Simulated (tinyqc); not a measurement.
Inverter chain driving a load.

N inverters, each f = Hc^(1/N) times larger than the one before: delay tau N (f + pp). Switched capacitance in units of the first input, with output capacitance pp times the input: Hc + (1 + pp)(Hc - 1)/(f - 1).

Parameters, values chosen for the exercise: load over the input capacitance of the chain Hc = 24; parasitic delay of an inverter pp = 1.5; delay unit tau = 6.5 ps.

Results:
```
N       f  delay (ps)  switched capacitance
1  24.000      165.75                26.500
3  2.8845      85.498                54.512
4  2.2134      96.547                71.389
5  1.8882      110.12                88.739
6  1.6984      124.74                106.33
```

Estimate the missing row, N = 2.

Computed row:
```
N       f  delay (ps)  switched capacitance
2  4.8990      83.187                38.747
```

With this row back in the table: The delay goes from 166 through a minimum of 83.2 (at N = 2 among the rows listed) to 125 ps. The best stage effort solves pp + rho (1 - ln rho) = 0, rho = 3.97, which gives N = ln Hc/ln rho = 2.31. One stage fewer than the best costs 99 % in delay and saves 32 % of the switched capacitance.

Computed by the program tinyqc: `OMP_NUM_THREADS=1 python tinyqc.py 2082191 2082192 out.jsonl`, one thread of a shared Intel Xeon 2.30GHz, about 0.01 s for the whole run.
